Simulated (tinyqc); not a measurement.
Minority carriers and saturation current of a heavily doped emitter: one step of the calculation.

n-type, parabolic bands, full ionisation. eta = (EF - Ec)/kB T solves N = Nc F12(eta), F12(x) = (2/sqrt(pi)) int_0^infinity sqrt(u)/(1 + exp(u - x)) du. The gap shrinks rigidly by dEg = E1 [ln(N/N0) + sqrt(ln^2(N/N0) + 0.5)], an empirical law that is here taken as the true narrowing.

Problem. Effective intrinsic density. ni = sqrt(Nc Nv) exp(-Eg/(2 Vt)), Eg in volts; degeneracy factor g = F12(eta) exp(-eta); nie^2 = ni^2 exp(dEg/kB T) g, p0 = nie^2/N; apparent narrowing dEg + kB T ln g.

Inputs (values chosen for the exercise); band and dielectric values close to those of germanium:
```
symbol    value   unit                                     meaning
T           250      K                                 temperature
Eg        0.653     eV                                    band gap
Nc      7.76e18  cm^-3  conduction-band density of states at 250 K
Nv      4.52e18  cm^-3     valence-band density of states at 250 K
N        2.4e18  cm^-3                       ionised donor density
E1          8.3    meV                 energy of the narrowing law
N0       1.5e17  cm^-3                density of the narrowing law
```

Constants: q = 1.602176634e-19 C, kB = 1.380649e-23 J/K, Vt = kB T/q. Results are converted to the units shown.

converged eta = -1.0646363

Give: ni; dEg; g; apparent narrowing; nie; p0.

Solution.

ni = 1.551e12 cm^-3
dEg = 46.76 meV
g = 0.8968
apparent narrowing = 44.42 meV
nie = 4.348e12 cm^-3
p0 = 7.875e6 cm^-3

Narrowing multiplies p0 by 8.76 and degeneracy by 0.897.

Range of the model: Band tails, non-parabolic bands and incomplete ionisation are left out.

Computed by the program tinyqc: `OMP_NUM_THREADS=1 python tinyqc.py 2330066 2330067 out.jsonl`, one thread of a shared Intel Xeon 2.30GHz, about 0.01 s for the whole run.
